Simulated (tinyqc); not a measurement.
Atomic layer deposition: Langmuir saturation, growth per cycle and coating of deep features: one step, computed by the program tinyqc. Command: `OMP_NUM_THREADS=1 python tinyqc.py 3024786 3024787 out.jsonl ald walk`. One thread of a shared host (Intel(R) Xeon(R) Processor @ 2.30GHz), about 0.02 s of CPU time with the checks.

Precursor A sticks only on free sites, so a long enough pulse saturates; co-reactant B then frees the sites again.

Question. The first four cycles. One cycle from coverage th0: pulse A gives th1 = th_s + (th0 - th_s) exp(-(k_a + k_d) t), th_s = k_a/(k_a + k_d); the purge leaves th2 = th1 exp(-k_d t_p); pulse B converts c_B th2 into film and leaves th3 = (1 - c_B) th2. Growth = G c_B th2. Start from th0 = 0.

Inputs (values chosen for the exercise, modelled on silicon dioxide from an aminosilane and ozone):
```
quantity,value,unit
growth per cycle at saturation G,1.1,angstrom
temperature T,150,C
pulse time t,0.0091,s
co-reactant completion per pulse c_B,0.95,-
purge time t_p,15,s
```

k_a = 335.6908 1/s

k_d = 4.084954e-05 1/s

Give: Cycles.

Answer.

Cycles:
```
cycle,th0,th1,th2,th3,growth (angstrom)
1,0.000000,0.95287,0.95228,0.047614,0.99514
2,0.047614,0.95511,0.95453,0.047726,0.99748
3,0.047726,0.95512,0.95453,0.047727,0.99749
4,0.047727,0.95512,0.95453,0.047727,0.99749
```
